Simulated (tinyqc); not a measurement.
# Fermi-level pinning at a metal contact (Cowley-Sze model): what changes with what

Interface states of density Ds lie behind a thin layer of thickness dl. Neglecting the depletion charge, the barrier for electrons is phi = S (pM - chi) + (1 - S) E0 with S = 1/(1 + q Ds dl/(eps0 ei)); the barrier for holes is Eg - phi.

Values chosen for this exercise; material values close to those of gallium arsenide:
```
symbol,value,unit,meaning
Eg,1.44,eV,band gap
chi,4,eV,electron affinity
Ds,2.3e13,cm^-2 eV^-1,density of interface states
E0,0.64,eV,depth of their neutrality level below the conduction edge
dl,0.52,nm,thickness of the interface layer
ei,1,,its relative permittivity
pM,4.21,eV,metal work function
```

Constants: q = 1.602176634e-19 C, eps0 = 8.8541878128e-14 F/cm where lengths are in cm. Results are converted to the units shown.

Each table varies one quantity; the others keep the values above.

## Barrier against work function

phi is listed beside the Schottky-Mott value pM - chi.

Barrier against work function:

| pM (eV) | pM - chi (eV) | phi (eV) |
|---|---|---|
| 3.4 | -0.60000 | 0.24811 |
| 3.7 | -0.30000 | 0.34292 |
| 4 | 0 | 0.43774 |
| 4.3 | 0.30000 | 0.53255 |
| 4.6 | 0.60000 | 0.62736 |
| 4.9 | 0.90000 | 0.72217 |
| 5.2 | 1.2000 | 0.81698 |
| 5.5 | 1.5000 | 0.91179 |
| 5.8 | 1.8000 | 1.0066 |

phi rises with slope S = 0.316, by 0.758 eV over 2.40 eV of work function, and equals the Schottky-Mott value at pM = chi + E0 = 4.64 eV.

## Unpinning by a thin insulator

Same model as above.

An inserted insulator of thickness t and permittivity 4.4 damps the metal-induced states, Ds(t) = Ds exp(-t/0.56 nm), and adds t/4.4 to dl/ei.

Unpinning by a thin insulator:

| t (nm) | Ds(t) (cm^-2 eV^-1) | S | phi (eV) |
|---|---|---|---|
| 0 | 2.3000e13 | 0.31604 | 0.50410 |
| 0.3 | 1.3461e13 | 0.41107 | 0.46324 |
| 0.6 | 7.8779e12 | 0.51662 | 0.41785 |
| 0.9 | 4.6106e12 | 0.62325 | 0.37200 |
| 1.2 | 2.6983e12 | 0.72095 | 0.32999 |
| 1.5 | 1.5792e12 | 0.80256 | 0.29490 |
| 1.8 | 9.2423e11 | 0.86551 | 0.26783 |
| 2.1 | 5.4091e11 | 0.91107 | 0.24824 |
| 2.4 | 3.1657e11 | 0.94248 | 0.23473 |

What does the table show?

S rises from 0.316 to 0.942, and phi falls from 0.504 to 0.235 eV, towards pM - chi = 0.210 eV. The insulator also adds a tunnelling resistance, which is not counted here and sets a best thickness.

Numbers from tinyqc (`OMP_NUM_THREADS=1 python tinyqc.py 2430166 2430167 out.jsonl`; about 0.01 s on one thread of a shared Intel Xeon 2.30GHz).
